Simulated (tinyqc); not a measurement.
Carrier lifetime from Shockley-Read-Hall, radiative, Auger and surface recombination: one step, computed by the program tinyqc.

Energies are counted from the top of the valence band. Boltzmann statistics, full ionisation, and equal excess densities of electrons and holes.

Task: Surface lifetime. The slowest diffusion mode has x tan x = S W/(2 D) with 0 < x < pi/2 (bisection), and tau_s = W^2/(4 x^2 D). The common approximation is W/(2 S) + W^2/(pi^2 D).

Inputs (values chosen for the exercise, with bands modelled on germanium): diffusion coefficient D = 4.9 cm^2/s; surface velocity S = 240 cm/s; thickness W = 12 micrometre.

Doping: p-type. Surface term: two equal surfaces.

Give: x; tau_s; approximate tau_s.

Result:

x = 0.17059

tau_s = 2.5245e-06 s

approximate tau_s = 2.5298e-06 s

The approximation is off by 0.21 %. Recombination at the surfaces limits: tau_s is close to W/2S.
